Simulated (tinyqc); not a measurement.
MOS capacitor on an n-type substrate, surface potential from the exact charge relation: one step of the calculation.

Uniform n-type substrate, Boltzmann statistics, full ionisation, classical densities. psi is the surface potential against the body (positive when the bands bend down) and u = -psi/Vt. Traps are spread evenly over the gap and neutral at flat band, so their charge is -q Dit psi; the minority quasi-Fermi level is shifted by Vb.

Question. Newton step for the surface potential. u = -psi/Vt; F^2 = exp(-u) + u - 1 + r (exp(u) - u - 1); Qs = +sign(u) Q0 F; Cs = -dQs/dpsi = (Q0/Vt) |1 - exp(-u) + r (exp(u) - 1)|/(2 F). f = Vfb + psi + (q Dit psi - Qs)/Cox - Vg, f' = 1 + (Cs + q Dit)/Cox, psi(new) = psi - f/f'.

Inputs (values chosen for the exercise); band and dielectric values close to those of gallium nitride:
```
symbol  value         unit                        meaning
T         300            K                    temperature
Dit         0  cm^-2 eV^-1     density of interface traps
Vg      -2.84            V  gate voltage against the body
```

Constants: q = 1.602176634e-19 C, kB = 1.380649e-23 J/K, Vt = kB T/q. Results are converted to the units shown.

psi at the start = -2.8802583 V
Cox = 0.26745754 uF/cm^2
Vfb = 0.040258273 V
Q0 = 3.2583739 nC/cm^2
r = 4.4694227e-59

Find: u; F; Qs; Cs; f; f'; psi after iteration 1.

Answer.

u = 111.41
F = 10.508
Qs = 34.238 nC/cm^2
Cs = 0.0059974 uF/cm^2
f = -0.12801 V
f' = 1.0224
psi after iteration 1 = -2.7551 V

tinyqc, about 0.01 s, one thread, Intel Xeon 2.30GHz (shared host): `OMP_NUM_THREADS=1 python tinyqc.py 2060115 2060116 out.jsonl`
